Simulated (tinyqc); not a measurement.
Charge control and current of a heterostructure field-effect transistor. From saturation current I/W back to saturation velocity v_s. Computed by tinyqc, a small Python program. Command: `OMP_NUM_THREADS=1 python tinyqc.py 3029074 3029075 out.jsonl hemt inv`. One thread of a shared host (Intel(R) Xeon(R) Processor @ 2.30GHz), about 0.02 s of CPU time with the checks.

Two subbands in a triangular well; E_F is counted from the conduction band edge of the channel at the interface.

Inputs (values chosen for the exercise, modelled on AlGaAs/GaAs): channel mass m = 0.065 m_0; permittivity eps (barrier and channel) = 12.4; barrier thickness d = 28 nm; Schottky barrier phi_B = 1 eV; conduction band offset dE_c = 0.19 eV; delta-doping density N_d = 4e+12 1/cm^2; gate voltage V_G = 0 V; mobility mu = 6700 cm^2/(V s); gate length L = 49 nm; source resistance R_S = 0 ohm mm; temperature T = 300 K; mixing = 0.3; iteration cap = 200; spacer between delta layer and channel = 2.3 nm.

Charge source: delta doping. Velocity law: two-piece.

Constants: e = 1.602176634e-19 C; eps_0 = 8.8541878128e-12 F/m; k_B = 8.617333262e-05 eV/K; hbar = 1.054571817e-34 J s; m_0 = 9.1093837015e-31 kg; k_B = 1.380649e-23 J/K.

Method:
- Threshold V_T = phi_B - dE_c - e N_d (d - spacer)/(eps eps_0) (in volts); C_b = eps eps_0/d.
- Charge control: n_s = C_b (V_G - V_T - E_F/e)/e. Well: mean field F = e n_s/(2 eps eps_0), E_i = (hbar^2/2m)^(1/3) [(3 pi e F/2)(i + 3/4)]^(2/3), i = 0, 1; n_s = D k_B T sum_i ln(1 + exp((E_F - E_i)/k_B T)), D = m/(pi hbar^2), which is solved in closed form for E_F.
- Iteration from n_s = C_b (V_G - V_T)/(2e): E_F from n_s, n_out from the charge control, n_new = n_s + mixing (n_out - n_s), kept above n_s/10; stop when |n_out/n_s - 1| < 1e-9.
- C_g = e dn_s/dV_G = 1/(1/C_b + 1/C_q), 1/C_q = d(E_F/e)/d(e n_s) by a central difference of +/- 0.1 % in n_s; added distance dd = eps eps_0/C_q.
- With V = e n_s/C_g and V_c = v_s L/mu: for v = mu F up to v_s, I/W = C_g v_s V_c (sqrt(1 + (V/V_c)^2) - 1) and V_Dsat = V + V_c - sqrt(V^2 + V_c^2); g_m = dI/dV; extrinsic g_m/(1 + g_m R_S); f_T = g_m/(2 pi C_g L).

Question. A run gave the result below. Find the saturation velocity v_s, known to lie between 0.69 and 2 1e7 cm/s.

saturation current I/W = 259.5418 mA/mm

Answer.

Each step takes the trial c = (a f_b - b f_a)/(f_b - f_a), f being the result less the target and a, b, c the logarithms of the listed values; c replaces end b, the old b replaces a if the sign of f changed, and otherwise f_a is halved.

Scan of the range:
```
saturation velocity v_s (1e7 cm/s)  saturation current I/W (mA/mm)
0.690                                                      150.801
0.824                                                      179.828
0.984                                                      214.377
1.170                                                      254.390
1.400                                                      303.647
1.670                                                      361.158
2.000                                                      430.992
```

False position (Illinois rule, in the logarithm of the input) inside the bracket:
```
step    end a    end b    trial  saturation current I/W (mA/mm)
1     1.17000  1.40000  1.19217                         259.148
2     1.40000  1.19217  1.19386                         259.512
3     1.40000  1.19386  1.19412                         259.567
4     1.19386  1.19412  1.19400                         259.542
5     1.19412  1.19400  1.19400                         259.542
```

Saturation current I/W rises at every point of a 13-point scan of the range (every second point is shown), so one value fits; it is bracketed by 1.17 and 1.40. Answer: saturation velocity v_s = 1.194 1e7 cm/s.
